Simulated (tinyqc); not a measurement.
What each parameter does: shallow donor in an anisotropic valley (effective-mass theory).

One valley: H = -c [(d2/dx2 + d2/dy2)/mt + (d2/dz2)/ml] - q/(eps r), c = hbar^2/2m0, q = e^2/(4 pi eps0). Trial function exp(-sqrt((x^2 + y^2)/a^2 + z^2/b^2)) with a > b: T = (c/3)(2/(mt a^2) + 1/(ml b^2)), V = -(q/eps) atan(u/b)/u, u = sqrt(a^2 - b^2). The central cell of the impurity is left out.

Constants: hbar^2/2m0 = 3.80998211 eV angstrom^2; e^2/(4 pi eps0) = 14.39964547 eV angstrom.

Parameters, chosen for this exercise (out of a larger set: near those of AlAs; not measured data): ml = 1.074 m0 (longitudinal mass); mt = 0.188 m0 (transverse mass); eps = 9.9 (dielectric constant).

The minimum of the trial energy.

One parameter was then changed.

Results before and after:

| case | E (meV) | a (angstrom) | b (angstrom) | b/a |
|---|---|---|---|---|
| base | -42.53 | 20.31 | 10.99 | 0.541 |
| changed | -39.17 | 22.24 | 11.60 | 0.522 |

Which of these changes was made? (a) mt = 0.169 m0; (b) eps = 8.9; (c) ml = 1.343 m0.
Answer: (a) mt = 0.169 m0. Of the candidates, run in turn, only this one gives the changed row.

All candidates:

| case | E (meV) | a (angstrom) | b (angstrom) | b/a |
|---|---|---|---|---|
| base | -42.53 | 20.31 | 10.99 | 0.541 |
| ml = 1.343 m0 | -44.72 | 19.66 | 9.84 | 0.501 |
| mt = 0.169 m0 | -39.17 | 22.24 | 11.60 | 0.522 |
| eps = 8.9 | -52.63 | 18.26 | 9.88 | 0.541 |

eps only rescales the solution (E as 1/eps^2, lengths as eps), so b/a depends on ml/mt alone.

(tinyqc, `OMP_NUM_THREADS=1 python tinyqc.py 1281364 1281365 out.jsonl`, Intel(R) Xeon(R) Processor @ 2.30GHz, 1 thread, shared host, about 0.01 s.)
